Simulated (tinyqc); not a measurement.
What moves the results: carrier statistics of a doped semiconductor with parabolic bands. A value that a table varies takes the place of the one given here.

Eg(T) = Eg0 - al T^2/(T + be); m_de = Mv^(2/3) (ml mt^2)^(1/3); m_dh = (mhh^(3/2) + mlh^(3/2))^(2/3); Nc and Nv from N = 2 (m kB T/(4 pi c))^(3/2) with c = hbar^2/2m0, in 1/angstrom^3; times 1e24 for 1/cm^3.

Energies are counted from Ev, so Ec = Eg. n = Nc F_1/2((EF - Eg)/kT), p = Nv F_1/2(-EF/kT), ND+ = ND/(1 + 2 exp((EF - Eg + ED)/kT)), NA- = NA/(1 + 4 exp((EA - EF)/kT)); neutrality asks p + ND+ = n + NA-. F_j(eta) = (1/Gamma(j + 1)) integral_0^infinity x^j dx/(1 + exp(x - eta)), which tends to exp(eta) for eta << 0.

Constants: hbar^2/2m0 = 3.80998211 eV angstrom^2; kB = 8.617333262e-05 eV/K.

Inputs chosen for the exercise (near those of Ge; not measured data): Eg0 = 0.7479 eV (gap at 0 K); al = 0.000475 eV/K (Varshni alpha); be = 241 K (Varshni beta); ml = 1.59 m0 (longitudinal electron mass); mt = 0.0838 m0 (transverse electron mass); Mv = 4 (equivalent valleys); mhh = 0.327 m0 (heavy-hole mass); mlh = 0.0425 m0 (light-hole mass); ND = 1.3e+14 1/cm^3 (donors); NA = 6.2e+14 1/cm^3 (acceptors); ED = 0.0119 eV (donor level below Ec); EA = 0.0107 eV (acceptor level above Ev); T = 150 K.

## Temperature

Neutrality solved at each temperature; ni = sqrt(Nc Nv) exp(-Eg/2kT).

Carriers (1/cm^3):
```
T (K)  EF (eV)         n         p  majority / |ND - NA|        ni  Eg (eV)
10      0.0108    <1e-99  1.14e+11              0.000233    <1e-99   0.7477
20      0.0120    <1e-99  8.19e+13                 0.167  9.01e-78   0.7472
40      0.0220  3.89e-74  4.08e+14                 0.833  3.99e-30   0.7452
77      0.0477  7.79e-28  4.81e+14                 0.981  6.12e-07   0.7390
120     0.0811  1.66e-09  4.87e+14                 0.994       900   0.7290
200     0.1483  5.48e+04  4.89e+14                 0.998  5.18e+09   0.7048
300     0.2382  6.16e+11  4.90e+14                  1.00  1.74e+13   0.6689
400     0.2945  9.85e+14  1.47e+15                  3.01  1.21e+15   0.6293
500     0.2766  1.67e+16  1.72e+16                  35.1  1.70e+16   0.5876
600     0.2522  1.05e+17  1.05e+17                   215  1.05e+17   0.5446
```

Ionisation is incomplete: the majority density is below 90 % of the net doping at 10, 20 and 40 K, down to a share of 0.00023. It is within 10 % of the net doping at 77, 120, 200 and 300 K. At 400, 500 and 600 K thermal pairs lift it more than 10 % above the net doping; ni has reached 1.05e+17 1/cm^3 at 600 K against a net doping of 4.90e+14. EF goes from 0.011 eV to 0.252 eV, where midgap is 0.272 eV and the intrinsic level (Boltzmann) 0.252 eV.

## Doping level

Only acceptors are present (ND = 0); eta is the distance of EF beyond the valence edge in units of kT.

Neutral state:
```
NA (1/cm^3)  EF (eV)  majority (1/cm^3)  ionised share    eta
1.0e+14       0.1262           9.99e+13          0.999  -9.76
1.0e+15       0.0965           9.95e+14          0.995  -7.46
1.0e+16       0.0673           9.52e+15          0.952  -5.20
1.0e+17       0.0409           7.22e+16          0.722  -3.17
1.0e+18       0.0201           3.41e+17          0.341  -1.56
3.0e+18       0.0115           6.29e+17          0.210  -0.89
1.0e+19       0.0023           1.15e+18          0.115  -0.18
3.0e+19      -0.0062           1.91e+18          0.064   0.48
```

The impurity level lies at 0.0107 eV. The ionised share falls from 0.999 to 0.064 as EF passes through it between 3e+18 and 1e+19 1/cm^3 (share 1/5 there); it is below one half from 1e+18 1/cm^3 on. Over the last two rows the doping grows threefold and the majority density by a factor 1.65. EF comes within 3 kT of the majority band edge from 1e+18 1/cm^3 on. Above roughly 5e+17 1/cm^3 (N^(1/3) a = 0.26, with the radius a = sqrt(c/(m E)) from the ionisation energy E and the mass mhh) the levels merge with the band and real ionisation is complete; sharp levels then overstate freeze-out.

## What each input does

Neutrality solved anew for each case. Each row changes one parameter from the base and keeps the others.

Results:
```
case                 EF (eV)  n (1/cm^3)  p (1/cm^3)
base                  0.1057     0.00822    4.88e+14
T = 170 K             0.1225        12.8    4.89e+14
ND = 2.6e+14 1/cm^3   0.1097      0.0112    3.59e+14
NA = 3.1e+14 1/cm^3   0.1186      0.0223    1.80e+14
Eg0 = 0.7979 eV       0.1057    0.000172    4.88e+14
mt = 0.1006 m0        0.1057     0.00987    4.88e+14
mhh = 0.3924 m0       0.1091      0.0107    4.89e+14
EA = 0.016 eV         0.1057     0.00824    4.88e+14
```

The largest shifts from the base row, up to three for each result and ties (the steps differ in size, so this ranks the rows, not the parameters). EF (eV): T +0.0168, NA +0.0129, ND +0.0040; unchanged at the printed digits by Eg0, mt and EA. n (1/cm^3): T +12.7, NA +0.0141, Eg0 -0.00805. p (1/cm^3): NA -3.09e+14, ND -1.30e+14, T +3.93e+11; unchanged at the printed digits by Eg0, mt and EA.

Program tinyqc; command `OMP_NUM_THREADS=1 python tinyqc.py 1650503 1650504 out.jsonl`; about 0.01 s on one thread of a shared Intel(R) Xeon(R) Processor @ 2.30GHz.
